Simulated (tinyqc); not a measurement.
Two-sublattice mean-field magnet: ferrimagnet, compensation points and susceptibility. From one set of inputs to another, one input at a time. Computed by tinyqc, a small Python program. Command: `OMP_NUM_THREADS=1 python tinyqc.py 3010176 3010177 out.jsonl ferri ladder`. One thread of a shared host (Intel(R) Xeon(R) Processor @ 2.30GHz), about 0.01 s of CPU time with the checks.

A random alloy A(1-x)B(x) with H = -sum over pairs J S_i.S_j. a = <S_A> and b = <S_B> are taken along z, a > 0. Exchange fields: h_A = (1 - x) zJ_AA a + x zJ_AB b, h_B = (1 - x) zJ_AB a + x zJ_BB b; a = S_A B_(S_A)(S_A h_A/(k_B T)) and likewise for b, with the Brillouin function B_S(y) = [(2S + 1)/(2S)] coth[(2S + 1) y/(2S)] - [1/(2S)] coth[y/(2S)].

The inputs printed are set A. Inputs not listed in the table keep their values of set A, so the rows need not describe a real material.

Inputs (values chosen for the exercise, for a model ferrimagnet):

| quantity | value | unit |
|---|---|---|
| spin S_A | 2 | - |
| spin S_B | 3.5 | - |
| g factor g_A | 2 | - |
| g factor g_B | 2 | - |
| fraction x of B sites | 0.14 | - |
| z J_AA | 15.8 | meV |
| z J_BB | 2 | meV |
| z J_AB | -4.4 | meV |
| T over T_c | 0.21 | - |
| largest number of steps | 3000 | - |

Constants: k_B = 8.617333262e-05 eV/K.

Method:
- Linearised, T (a, b) = M (a, b) with M_ij = S_i (S_i + 1) c_j zJ_ij/(3 k_B), c_A = 1 - x, c_B = x. T_c is the larger eigenvalue, and its eigenvector gives b/a at onset, (T_c - M_AA)/M_AB.
- Repeat from a = S_A, b = -S_B until a and b change by less than 1e-10.
- Net moment m = (1 - x) g_A a + x g_B b in mu_B per site; net spin s = (1 - x) a + x b. At T = 0, a = S_A and b = -S_B. Effective g = m/s.

Each row keeps all changes above it:

| input moved | from | to | net moment m (mu_B) | a | b |
|---|---|---|---|---|---|
| set A | - | - | 2.5355 | 1.9927 | -3.1851 |
| fraction x of B sites | 0.14 | 0.33 | 0.5233 | 1.9947 | -3.2571 |
| z J_BB (meV) | 2 | 2.8 | 0.4928 | 1.9946 | -3.3030 |
| T over T_c | 0.21 | 0.45 | 0.7861 | 1.8804 | -2.6268 |
| z J_AB (meV) | -4.4 | -7.7 | 0.5846 | 1.8789 | -2.9289 |
| z J_AA (meV) | 15.8 | 21.6 | 0.7374 | 1.8820 | -2.7037 |

net moment m goes from 2.54 to 0.737, a factor 0.291 in all. The largest single move comes from fraction x of B sites (a factor 0.206), and T over T_c works against it (a factor 1.60). a goes from 1.99 to 1.88, a factor 0.944 in all. The largest single move comes from T over T_c (a factor 0.943). b goes from -3.19 to -2.70, +0.481 in all. The largest single move comes from T over T_c (+0.676), and z J_AB works against it (-0.302). The single moves hold for this order of the switches; the total does not depend on the order.

Extremes, crossings and ranges named in words are read from the listed rows.
